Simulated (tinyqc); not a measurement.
Worked calculation: hydrogen passivation of interface dangling bonds: competing passivation and dissociation with distributed barriers. Computed by tinyqc, a small Python program that keeps every step. Command: `OMP_NUM_THREADS=1 python tinyqc.py 3003688 3003689 out.jsonl passiv walk`. One thread of a shared host (Intel(R) Xeon(R) Processor @ 2.30GHz), about 0.01 s of CPU time with the checks. Intermediate numbers are printed to about 5 digits and carried at full precision; extremes and crossings named in words are read from the listed rows.

P_b + H2 gives P_bH + H at the rate k_f [H2]; P_bH gives P_b + H at the rate k_d. All defects start unpassivated. E_f and E_d are Gaussian and independent.

Inputs (values chosen for the exercise, close to those used for P_b centres at the silicon-oxide interface): defect density N0 = 1.1e+12 1/cm^2; passivation prefactor k_f0 = 6e-07 cm^3/s; mean passivation barrier E_f = 1.63 eV; spread sigma_f = 0.059 eV; dissociation prefactor k_d0 = 1.3e+13 1/s; mean dissociation barrier E_d = 2.67 eV; spread sigma_d = 0.12 eV; H2 in the oxide per atm, solubility factor = 1.2e+18 1/(cm^3 atm); hydrogen pressure p = 0.05 atm; anneal temperature T = 500 C; anneal time t = 3100 s; oxide thickness = 24 nm.

Constants: k_B = 8.617333262e-05 eV/K; e = 1.602176634e-19 C; eps_0 = 8.8541878128e-12 F/m.

## Single barriers

[H2] = solubility factor x p; a = k_f0 [H2] exp(-E_f/(k_B T)), d = k_d0 exp(-E_d/(k_B T)). For one pair of barriers the active share is y = [d + a exp(-(a + d) t)]/(a + d). Temperatures in kelvin are T(C) + 273.15.

passivation rate a = 0.85339 1/s

dissociation rate d = 5.1233e-05 1/s

a t = 2645.5

steady active share d/(a + d) = 6.0031e-05

active share, single barriers = 6.0031e-05

Passivation has run its course, and the balance with dissociation sets the remainder. Caution: single-barrier shares below about 1e-3 are formal; measured passivation levels off well above them.

## Distributed barriers

Average y over both Gaussians with 40 x 40 Gauss-Hermite points. Active density N0 y; threshold shift if each active defect holds one charge, e N0 y t_ox/(3.9 eps_0).

active share y = 4.4155e-04

active density = 4.8571e+08 1/cm^2

threshold shift = 0.54086 mV

The spread changes the remainder by a factor 7.36: sigma_f/(k_B T) = 0.89 and sigma_d/(k_B T) = 1.80. Caution: densities below a few 1e9 per cm^2 are formal: other defects set the floor in real interfaces.

## Best anneal temperature for this time and pressure

Minimise the averaged y over T between 150 and 900 C: find where ln y is equal at T - 0.05 and T + 0.05 C; T is rounded to 0.1 C.

best temperature = 417.9 C

least active share = 1.2758e-04

Caution: a least active share below 1e-3 is a property of the model; measured passivation levels off well above it. Caution: atomic hydrogen, which both passivates and depassivates, and further passivation during cooling are left out.

## Isochronal anneals

The formulas are those given above.

Active share after the time t:
```
T (C)     a (1/s)     d (1/s)  single barriers  distributed
200    1.5642e-07  4.7241e-16       9.9952e-01   9.9863e-01
250    7.1393e-06  2.4685e-13       9.7811e-01   9.5346e-01
300    1.6731e-04  4.3282e-11       5.9532e-01   5.4424e-01
350    2.3634e-03  3.3120e-09       6.5921e-04   4.8624e-02
400    2.2528e-02  1.3306e-07       5.9062e-06   2.8732e-04
450    1.5722e-01  3.2076e-06       2.0402e-05   2.0100e-04
500    8.5339e-01  5.1233e-05       6.0031e-05   4.4155e-04
600    1.4061e+01  5.0447e-03       3.5864e-04   1.6874e-03
700    1.3026e+02  1.9341e-01       1.4826e-03   5.0341e-03
800    7.9693e+02  3.7580e+00       4.6935e-03   1.2393e-02
```

The distributed share is least at 450 C among these rows, 2.0e-4, and the search puts the optimum at 417.9 C. On the cold side defects with high E_f survive; on the hot side dissociation, with the larger barrier, gains on passivation with an energy E_d - E_f = 1.04 eV. In that row single barriers give 2.0e-5, so the spread raises the floor. Caution: shares below about 1e-3 in these rows are formal; measured passivation levels off well above them.

Checks made by the program: Gauss-Hermite average against a fine uniform grid (relative difference below 1e-10).
